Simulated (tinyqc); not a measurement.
Grain-boundary diffusion: Harrison regimes, Fisher and Le Claire analysis, Hart average: one step, computed by the program tinyqc.

A boundary is a slab of width delta with diffusivity D_b, normal to a surface held at constant concentration; it leaks into grains of diffusivity D.

Task: Diffusivities. D = D0 exp(-E/(k_B T)), D_b = D0b exp(-E_b/(k_B T)). Triple product P = s delta D_b.

Inputs (values chosen for the exercise, for a model polycrystal):
```
quantity                          value   unit
lattice prefactor D0            3.6e-05  m^2/s
lattice activation energy E        3.48     eV
boundary prefactor D0b          2.6e-06  m^2/s
boundary activation energy E_b     1.87     eV
boundary width delta               0.98     nm
segregation factor s                  3      -
temperature T                      1370      K
```

Constants: k_B = 8.617333262e-05 eV/K.

Give: D; D_b; triple product P.

Result:

D = 5.682e-18 m^2/s

D_b = 3.434e-13 m^2/s

triple product P = 1.010e-21 m^3/s
